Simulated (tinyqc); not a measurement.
All estimates against temperature: estimate of lattice thermal conductivity from elastic moduli (Slack, Klemens and Cahill formulas). Computed by tinyqc, a small Python program. Command: `OMP_NUM_THREADS=1 python tinyqc.py 3001031 3001032 out.jsonl slack walk`. One thread of a shared host (Intel(R) Xeon(R) Processor @ 2.30GHz), about 0.01 s of CPU time with the checks.

An isotropic solid.

Inputs (values chosen for the exercise, for a model crystal):

| quantity | value | unit |
|---|---|---|
| bulk modulus B | 331 | GPa |
| shear modulus G | 204 | GPa |
| volume per atom V | 30.8 | angstrom^3 |
| mean atomic mass M | 37.6 | u |
| atoms per primitive cell n | 4 | - |
| temperature T | 400 | K |
| disorder parameter Gamma | 0.012 | - |
| grain size d | 14000 | nm |

Grueneisen parameter: from the Poisson ratio.

Constants: u = 1.6605390666e-27 kg; hbar = 1.054571817e-34 J s; k_B = 1.380649e-23 J/K; h = 6.62607015e-34 J s.

Method:
- rho = M/V; vL = sqrt((B + 4G/3)/rho), vT = sqrt(G/rho); v_m = [(vL^-3 + 2 vT^-3)/3]^(-1/3); Poisson ratio sigma = (3B - 2G)/(6B + 2G); Theta = hbar v_m (6 pi^2/V)^(1/3)/k_B.
- Empirical rule gamma = (3/2) (1 + sigma)/(2 - 3 sigma).
- Slack, an estimate for T near or above Theta_a: kappa = A M Theta_a^3 delta n^(1/3)/(gamma^2 T) in W/(m K), with M in u, delta = V^(1/3) in angstrom, Theta_a = Theta n^(-1/3) and A = 2.43e-6/(1 - 0.514/gamma + 0.228/gamma^2).
- High-temperature forms with the classical heat capacity. Klemens: kappa/kappa_0 = arctan(u)/u, u^2 = pi^2 Theta V Gamma kappa_0/(h v_m^2). Grains: 1/kappa_poly = 1/kappa + 1/(C v_m d/3), C = 3 k_B/(n V), the acoustic branches alone.
- Cahill minimum: kappa_min = (pi/6)^(1/3) k_B V^(-2/3) sum over L, T, T of v (T/Theta_i)^2 int_0^(Theta_i/T) x^3 e^x/(e^x - 1)^2 dx, Theta_i = Theta v_i/v_m (64 Gauss-Legendre points).

Grueneisen parameter gamma = 1.47329

Debye temperature Theta = 1057.09 K

v_m = 11129.7 m/s

vL = 17247.1 m/s

vT = 10031.6 m/s

acoustic Debye temperature Theta_a = 665.922 K

Kappa (W/(m K)):

| T (K) | perfect crystal | with point defects | polycrystal | minimum |
|---|---|---|---|---|
| 200 | 408.99 | 125.63 | 124.74 | 0.7444 |
| 300 | 272.66 | 98.91 | 98.35 | 1.1728 |
| 400 | 204.49 | 83.04 | 82.65 | 1.4576 |
| 550 | 148.72 | 68.03 | 67.77 | 1.7069 |
| 750 | 109.06 | 55.64 | 55.46 | 1.8732 |
| 1000 | 81.80 | 45.86 | 45.74 | 1.9709 |
| 1300 | 62.92 | 38.21 | 38.12 | 2.0264 |
| 1700 | 48.12 | 31.49 | 31.43 | 2.0614 |

What follows from these numbers?

The perfect crystal follows 1/T. With point defects the exponent runs from -0.59 to -0.72 (the strong-disorder limit is -1/2), and with grains from -0.59 to -0.72. At the highest T it is still 15.2 times the minimum. Rows below Theta_a = 666 K are outside the range of the Slack formula. Caution: T lies below Theta_a, where umklapp processes begin to freeze out and the Slack formula can fall short.

Extremes, crossings and ranges named in words are read from the listed rows.
